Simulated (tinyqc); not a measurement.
Born-von Karman spring model of a cubic crystal with one atom per cell. Changing the radial spring k2L. Computed by tinyqc, a small Python program. Command: `OMP_NUM_THREADS=1 python tinyqc.py 3018263 3018264 out.jsonl springs sweep`. One thread of a shared host (Intel(R) Xeon(R) Processor @ 2.30GHz), about 0.1 s of CPU time with the checks.

First neighbours lie at a (1,0,0) (6 of them), second at a (1,1,0) (12), with all permutations and signs; the volume per atom is Omega = a^3.

Inputs (values chosen for the exercise, for a model crystal):
```
quantity               value           unit
lattice constant a      3.84       angstrom
atomic mass M           96.1              u
radial spring k1L      0.602  eV/angstrom^2
transverse spring k1T      0  eV/angstrom^2
transverse spring k2T      0  eV/angstrom^2
```

Lattice: sc.

Constants: 1 eV/angstrom^3 = 160.2176634 GPa; u = 1.6605390666e-27 kg; hbar = 1.054571817e-34 J s; k_B = 1.380649e-23 J/K.

Method:
- [ij,kl] = (1/(2 Omega)) sum_R K_ij R_k R_l; C11 = [xx,xx], C44 = [xx,yy], C12 = 2 [xy,xy] - C44; B = (C11 + 2 C12)/3; Zener ratio A = 2 C44/(C11 - C12). K(R) = kL n n^T + kT (1 - n n^T).
- rho = M/Omega and v = sqrt(C/rho), with C = C11, C44, C44 along [100]; (C11 + C12 + 2 C44)/2, C44, (C11 - C12)/2 along [110]; (C11 + 2 C12 + 4 C44)/3 and twice (C11 - C12 + C44)/3 along [111].
- Christoffel matrix G_xx = C11 n_x^2 + C44 (1 - n_x^2), G_xy = (C12 + C44) n_x n_y, with eigenvalues rho v^2; v_m^-3 is the mean of v^-3 over three branches and all directions (12 Gauss-Legendre points in cos(theta) times 24 angles phi = (j + 1/2) pi/12); q_D = (6 pi^2/Omega)^(1/3); Theta = hbar v_m q_D/k_B.

One run for each value:
```
radial spring k2L (eV/angstrom^2)  C11 (GPa)  C44 (GPa)  Zener ratio A  C12 (GPa)  elastic Debye temperature (K)
0.0075                                 25.74       0.31         0.0246       0.31                           57.7
0.0750                                 31.38       3.13         0.2216       3.13                          118.8
0.1400                                 36.80       5.84         0.3774       5.84                          148.4
0.2100                                 42.64       8.76         0.5172       8.76                          171.9
0.2800                                 48.48      11.68         0.6349      11.68                          191.2
0.3500                                 54.32      14.60         0.7353      14.60                          208.0
0.4100                                 59.33      17.11         0.8103      17.11                          221.0
0.4800                                 65.17      20.03         0.8872      20.03                          235.0
```

Over the rows, C11 (GPa) rises from 25.7 to 65.2 (exponent d ln y / d ln x 0.086 between the first rows and 0.60 between the last); C44 (GPa) rises from 0.313 to 20.0 (exponent d ln y / d ln x about 1.0 throughout); Zener ratio A rises from 0.0246 to 0.887 (exponent d ln y / d ln x 0.95 between the first rows and 0.58 between the last). The second neighbours lie along face diagonals, so their radial spring feeds C44 and C12 as well as C11; A does not pass 1 in this range. Left out: -0.0600 (the lattice is unstable).
